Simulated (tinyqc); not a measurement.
# The weight eta from points of equal mobility

Question. If the mobility depends on E = q (Ndep + eta Ns)/(eps0 eps_r) alone, two points of equal mobility on its falling branch have equal E. Find eta and E.

Inputs (values chosen for the exercise): relative permittivity of the semiconductor eps_r = 11.8.

Constants: q = 1.602176634e-19 C, eps0 = 8.8541878128e-14 F/cm where lengths are in cm. Results are converted to the units shown.

Ndep at two body biases (cm^-2): [7.4881462e11, 1.2945386e12]
Ns at which the mobility is the same (cm^-2): [5.5e12, 4.2597183e12]

Answer. eta is the ratio of the differences of Ndep and Ns.

eta = 0.4400
E = 0.4859 MV/cm

Program tinyqc, `OMP_NUM_THREADS=1 python tinyqc.py 2510098 2510099 out.jsonl`; Intel Xeon 2.30GHz, shared host, one thread, about 0.01 s.
